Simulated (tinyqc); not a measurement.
Inside a calculation. Method: plane-wave Kohn-Sham cycle with exchange-only LDA in a layered model solid. Computed by tinyqc, a small Python program that keeps every step. Settings: points = 16, plane-wave index or count = 2, electrons = 2, k points = 3, area = 11.0, mixing = 0.1, iteration cap = 57, Pulay depth = 3. Command: `OMP_NUM_THREADS=1 python tinyqc.py 26542 26543 out.jsonl` (the two numbers bound the seeds that draw the settings). One thread of a shared host (Intel(R) Xeon(R) Processor @ 2.60GHz), about 0.01 s of CPU time with the checks. Later iterations appear only in the table of the cycle.

## Iteration 1: potential

A solid whose potential varies along x alone (atomic units):
```
parameter                      value
period a                    7.400000
cross-section of the cell  11.000000
electrons per cell                 2
grid points                       16
plane waves -n..n, n               2
k points                           3
V1 in V1 cos(2 pi x/a)     -0.380000
```

density at the start, on the grid x_j = j a/N (e/bohr^3): 0.02457002  0.02457002  0.02457002  0.02457002  0.02457002  0.02457002  0.02457002  0.02457002  0.02457002  0.02457002  0.02457002  0.02457002  0.02457002  0.02457002  0.02457002  0.02457002

V_H(G) = 4 pi rho(G)/G^2 for G != 0 (uniform background); v_x = -(3 rho/pi)^(1/3); V = V_ext + V_H + v_x; Fourier components f(G_m) = (1/N) sum_j f(x_j) exp(-i G_m x_j).

Potentials on the grid (hartree):
```
x             V_ext       V_H        v_x          V
0.000000  -0.380000  0.000000  -0.286281  -0.666281
0.462500  -0.351074  0.000000  -0.286281  -0.637355
0.925000  -0.268701  0.000000  -0.286281  -0.554981
1.387500  -0.145420  0.000000  -0.286281  -0.431701
1.850000          0  0.000000  -0.286281  -0.286281
2.312500   0.145420  0.000000  -0.286281  -0.140861
2.775000   0.268701  0.000000  -0.286281  -0.017580
3.237500   0.351074  0.000000  -0.286281   0.064793
3.700000   0.380000  0.000000  -0.286281   0.093719
4.162500   0.351074  0.000000  -0.286281   0.064793
4.625000   0.268701  0.000000  -0.286281  -0.017580
5.087500   0.145420  0.000000  -0.286281  -0.140861
5.550000          0  0.000000  -0.286281  -0.286281
6.012500  -0.145420  0.000000  -0.286281  -0.431701
6.475000  -0.268701  0.000000  -0.286281  -0.554981
6.937500  -0.351074  0.000000  -0.286281  -0.637355
```

V(G_m), m = 0, 1, 2, ... (hartree): -0.286281  -0.190000  0.000000  0.000000  0.000000

## Iteration 1: Hamiltonian at one k

k = 0.000000 2 pi / a

H(m,m') = (k + G_m)^2/2 delta + V(G_m - G_m'), with V(-G) = V(G).

H (hartree), lower triangle:
```
           -2         -1         +0         +1        +2
-2   1.155590
-1  -0.190000   0.074187
+0   0.000000  -0.190000  -0.286281
+1   0.000000   0.000000  -0.190000   0.074187
+2   0.000000   0.000000   0.000000  -0.190000  1.155590
```

## Iteration 1: levels at that k

Diagonalise the Hermitian matrix.

eigenvalues (hartree): -0.434764  0.041776  0.188815  1.188001  1.189444

## Iteration 1: new density

Motion across x is left out: the lowest 1 band(s) hold two electrons at each of the k points (j + 1/2)/nk - 1/2. Residual R = rho(out) - rho(in); rho(new) = rho(in) + 0.1 R. rho(out) = 2/(a A nk) sum |psi|^2 with psi = sum c exp(i G x). Harris energy E = band energy - dV sum rho (V_H/2 + v_x) + (3/4) dV sum rho v_x with rho(in), dV = a A/N, band energy = (2/nk) sum of the filled levels.

rho(out) (e/bohr^3): 0.06760091  0.06140770  0.04607622  0.02868788  0.01501834  0.00682801  0.00289973  0.00135650  0.00097071  0.00135650  0.00289973  0.00682801  0.01501834  0.02868788  0.04607622  0.06140770

density after iteration 1 (e/bohr^3): 0.02887311  0.02825379  0.02672064  0.02498181  0.02361486  0.02279582  0.02240300  0.02224867  0.02221009  0.02224867  0.02240300  0.02279582  0.02361486  0.02498181  0.02672064  0.02825379

energy per cell = -0.71645874 hartree

## Iteration 2: potential

As before.

Potentials on the grid (hartree):
```
x             V_ext        V_H        v_x          V
0.000000  -0.380000   0.060120  -0.302103  -0.621983
0.462500  -0.351074   0.054479  -0.299927  -0.596522
0.925000  -0.268701   0.039146  -0.294401  -0.523955
1.387500  -0.145420   0.018076  -0.287871  -0.415215
1.850000          0  -0.004189  -0.282522  -0.286711
2.312500   0.145420  -0.024013  -0.279217  -0.157811
2.775000   0.268701  -0.039164  -0.277604  -0.048068
3.237500   0.351074  -0.048543  -0.276965   0.025567
3.700000   0.380000  -0.051706  -0.276805   0.051489
4.162500   0.351074  -0.048543  -0.276965   0.025567
4.625000   0.268701  -0.039164  -0.277604  -0.048068
5.087500   0.145420  -0.024013  -0.279217  -0.157811
5.550000          0  -0.004189  -0.282522  -0.286711
6.012500  -0.145420   0.018076  -0.287871  -0.415215
6.475000  -0.268701   0.039146  -0.294401  -0.523955
6.937500  -0.351074   0.054479  -0.299927  -0.596522
```

V(G_m), m = 0, 1, 2, ... (hartree): -0.285995  -0.168310  0.000366  -0.000061  0.000008

## Iteration 2: Hamiltonian at one k

k = 0.000000 2 pi / a

As before.

H (hartree), lower triangle:
```
           -2         -1         +0         +1        +2
-2   1.155875
-1  -0.168310   0.074472
+0   0.000366  -0.168310  -0.285995
+1  -0.000061   0.000366  -0.168310   0.074472
+2   0.000008  -0.000061   0.000366  -0.168310  1.155875
```

## Iteration 2: levels at that k

As before.

eigenvalues (hartree): -0.407886  0.048542  0.170184  1.181431  1.182429

## Iteration 2: new density

B (overlaps of the stored error matrices):
```
               1              2
1  8.9105266e-03  7.6550562e-03
2  7.6550562e-03  6.5802717e-03
```

Motion across x is left out: the lowest 1 band(s) hold two electrons at each of the k points (j + 1/2)/nk - 1/2. Residual R = rho(out) - rho(in); rho(new) = rho(in) + 0.1 R; Pulay mixing then takes sum c_i of the stored mixed densities, with c from B_ij = sum R_i R_j as in DIIS. rho(out) = 2/(a A nk) sum |psi|^2 with psi = sum c exp(i G x). Harris energy E = band energy - dV sum rho (V_H/2 + v_x) + (3/4) dV sum rho v_x with rho(in), dV = a A/N, band energy = (2/nk) sum of the filled levels.

rho(out) (e/bohr^3): 0.06518841  0.05956261  0.04550085  0.02922782  0.01601641  0.00773124  0.00351990  0.00175843  0.00129746  0.00175843  0.00351990  0.00773124  0.01601641  0.02922782  0.04550085  0.05956261

DIIS coefficients: -5.948358  6.948358

density after iteration 2 (e/bohr^3): 0.05410628  0.05000828  0.03976980  0.02793209  0.01833519  0.01232841  0.00928234  0.00801131  0.00767925  0.00801131  0.00928234  0.01232841  0.01833519  0.02793209  0.03976980  0.05000828

energy per cell = -0.66361497 hartree

## Convergence

Stop when sqrt(dV sum R^2) is below 1e-8, dV = a A/N.

Course of the cycle:
```
iteration  E (hartree)  norm of the residual
1          -0.71645874              2.13e-01
2          -0.66361497              1.83e-01
3          -0.53855640              6.39e-02
4          -0.55348809              8.17e-02
5          -0.58129132              1.16e-01
6          -0.53104780              3.31e-03
7          -0.53101875              3.51e-04
8          -0.53101847              1.37e-04
9          -0.53101843              1.52e-05
10         -0.53101843              1.29e-05
11         -0.53101843              1.12e-05
12         -0.53101843              3.72e-07
13         -0.53101843              2.89e-07
14         -0.53101843              5.51e-09
```

Converged in 14 iterations. Before convergence this energy mixes input and output and is not variational, so it may rise towards its limit.
